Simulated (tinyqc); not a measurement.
Changing the lattice temperature T: two-valley model of the transferred-electron effect. Computed by tinyqc, a small Python program. Command: `OMP_NUM_THREADS=1 python tinyqc.py 3011398 3011399 out.jsonl gunn sweep`. One thread of a shared host (Intel(R) Xeon(R) Processor @ 2.30GHz), about 0.02 s of CPU time with the checks.

Both kinds of valley share one electron temperature T_e, and each has a constant mobility.

Inputs (values chosen for the exercise, modelled on InP): central-valley mass m1 = 0.075 m_0; satellite-valley mass m2 = 0.25 m_0; satellite valleys Z = 4; valley separation dE = 0.5 eV; central-valley mobility mu1 = 4800 cm^2/(V s); satellite-valley mobility mu2 = 130 cm^2/(V s); energy relaxation time tau_E = 0.65 ps.

Solver: bisection.

Constants: k_B = 8.617333262e-05 eV/K.

Method. Density-of-states ratio R = Z (m2/m1)^(3/2); n2/n1 = R exp(-dE/(k_B T_e)); mean mobility mu = (mu1 + mu2 n2/n1)/(1 + n2/n1); energy balance e mu F^2 = (3/2) k_B (T_e - T)/tau_E; v = mu F. Using T_e as the parameter, F(T_e) = sqrt(3 k_B (T_e - T)/(2 e mu tau_E)) and v = mu F; find the first maximum and the next minimum of v, and the most negative dv/dF between them.

One run for each value; columns: (1) lattice temperature T (K); (2) peak velocity (1e7 cm/s); (3) threshold field (kV/cm); (4) peak-to-valley ratio; (5) most negative differential mobility (cm^2/(V s)):
```
(1)     (2)     (3)     (4)      (5)
77   3.0353   8.455  1.1956  -451.06
110  2.9965   8.456  1.1853  -428.32
140  2.9613   8.461  1.1758  -407.69
200  2.8908   8.489  1.1569  -366.67
270  2.8091   8.553  1.1350  -319.36
370  2.6939   8.724  1.1042  -253.40
510  2.5380   9.196  1.0633  -165.87
700  2.3454  10.715  1.0172   -60.32
```

Describe and explain the trends.

Over the rows, peak velocity (1e7 cm/s) falls from 3.04 to 2.35 (exponent d ln y / d ln x -0.036 between the first rows and -0.25 between the last); threshold field (kV/cm) rises from 8.46 to 10.7; peak-to-valley ratio falls from 1.20 to 1.02 (exponent d ln y / d ln x -0.024 between the first rows and -0.14 between the last). The mobilities are held fixed, so T acts only through T_e - T in the energy balance: a hotter lattice reaches the transfer temperature with less power, and v^2 = (3/2) mu k_B (T_e - T)/(e tau_E) is lower there.

Extremes, crossings and ranges named in words are read from the listed rows.
